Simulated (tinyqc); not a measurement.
## Nanowire ballistic transistor, top-of-the-barrier model: effect of the temperature

At the top of the source barrier, states moving towards the drain are filled by the source (Fermi level 0) and states moving back by the drain (Fermi level -q Vd); nothing scatters. U is the shift of the band edge there, set by the capacitances CG, CD and CS (the total) and by the charge. Parabolic one-dimensional subband; the source is grounded.

N0 = gv sqrt(2 m kB T/pi)/hbar, CG = 2 pi eps0 eox/ln(1 + 2 tox/d), CS = CG/aG, n0 = n at U = 0 and Vd = 0. eta1 = -(E0 + U)/Vt, eta2 = eta1 - Vd/Vt, n = (N0/2)[F_(-1/2)(eta1) + F_(-1/2)(eta2)], F_(-1/2)(x) = (1/sqrt(pi)) int_0^infinity u^(-1/2)/(1 + exp(u - x)) du. U = UL + q (n - n0)/CS with UL = -(aG Vg + aD Vd), energies in eV. I = gv (2 q^2/h) Vt [ln(1 + exp eta1) - ln(1 + exp eta2)]. CQ = (q/Vt) dn/d(eta1). E0 is held fixed.

Values chosen for this exercise; mass and valleys close to those of silicon (two valleys):
- m = 0.185 m0 (effective mass)
- gv = 2 (valley degeneracy)
- eox = 3.9 (relative permittivity of the gate insulator)
- tox = 5.5 nm (insulator thickness)
- d = 2 nm (wire diameter)
- aG = 0.9 (gate control CG/CS)
- aD = 0.1 (drain control CD/CS)
- E0 = 0.22 eV (band edge at the barrier top above the source Fermi level at zero bias)
- Vg = 0.5 V (gate voltage)
- Vd = 0.5 V (drain voltage)

Constants: q = 1.602176634e-19 C, kB = 1.380649e-23 J/K, hbar = 1.054571817e-34 J s, h = 6.62607015e-34 J s, m0 = 9.1093837015e-31 kg, Vt = kB T/q, eps0 = 8.8541878128e-14 F/cm where lengths are in cm. Results are converted to the units shown.

Effect of the temperature:
```
T (K)	eta1	n (cm^-1)	I (uA)	mean velocity I/(q n) (cm/s)	CQ/CS
50	5.237	2.069e6	3.500	1.056e7	6.159
77	3.531	2.062e6	3.661	1.108e7	6.269
120	2.390	2.052e6	3.971	1.208e7	6.021
180	1.661	2.044e6	4.411	1.347e7	5.391
240	1.258	2.042e6	4.833	1.477e7	4.789
300	0.9916	2.046e6	5.236	1.598e7	4.286
360	0.8003	2.055e6	5.631	1.710e7	3.877
420	0.6568	2.071e6	6.027	1.817e7	3.543
```

As T goes from 50 to 420 K, n goes from 2.07e6 through a minimum of 2.04e6 (at T = 240 K among the rows listed) to 2.07e6 cm^-1, the mean velocity rises from 1.06e7 to 1.82e7 cm/s and the current rises from 3.50 to 6.03 uA. CQ/CS goes from 6.2 to 3.5.

Program tinyqc, `OMP_NUM_THREADS=1 python tinyqc.py 2400025 2400026 out.jsonl`; Intel Xeon 2.30GHz, shared host, one thread, about 0.04 s.
